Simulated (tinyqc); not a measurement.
Tamm state at the end of a one-band chain: one step. Local density of states in the band. Three cases, with inputs chosen for the exercise.

Question. Form g and G at E; the surface density is -Im G/pi, the bulk density 1/(pi sqrt(4t^2 - E^2)).

A half-infinite chain with site energy 0 and hopping -t, band E = -2t cos(ka); the end site has energy D. The surface Green function of the unperturbed half chain is g = (E -/+ sqrt(E^2 - 4t^2))/(2t^2), the root with |t g| <= 1 and Im g <= 0, and with the shift G = g/(1 - D g).

Give: g; G; densities.

Case 1.

Values chosen: t = 1.1 eV (hopping); D = -1.79 eV (shift of the end site); E = 1.1 eV (energy in the band).

Answer.

g = 0.4545-0.7873i 1/eV
G = 0.3666-0.1492i 1/eV

densities (1/eV): clean end 0.2506, shifted end 0.0475, bulk 0.1671

Case 2.

Values chosen: t = 0.8 eV (hopping); D = 2.36 eV (shift of the end site); E = -0.76 eV (energy in the band).

Answer.

g = -0.5938-1.1000i 1/eV
G = -0.3424-0.0880i 1/eV

densities (1/eV): clean end 0.3501, shifted end 0.0280, bulk 0.2261

Case 3.

Values chosen: t = 2.02 eV (hopping); D = -2.69 eV (shift of the end site); E = -1.95 eV (energy in the band).

Answer.

g = -0.2389-0.4336i 1/eV
G = 0.2825-0.2914i 1/eV

densities (1/eV): clean end 0.1380, shifted end 0.0928, bulk 0.0900

Computed by tinyqc, one run a case: `OMP_NUM_THREADS=1 python tinyqc.py N N+1 out.jsonl` with N = 1480193, 1480286, 1481575; one thread of a shared Intel(R) Xeon(R) Processor @ 2.30GHz, about 0.01 s a run at most.
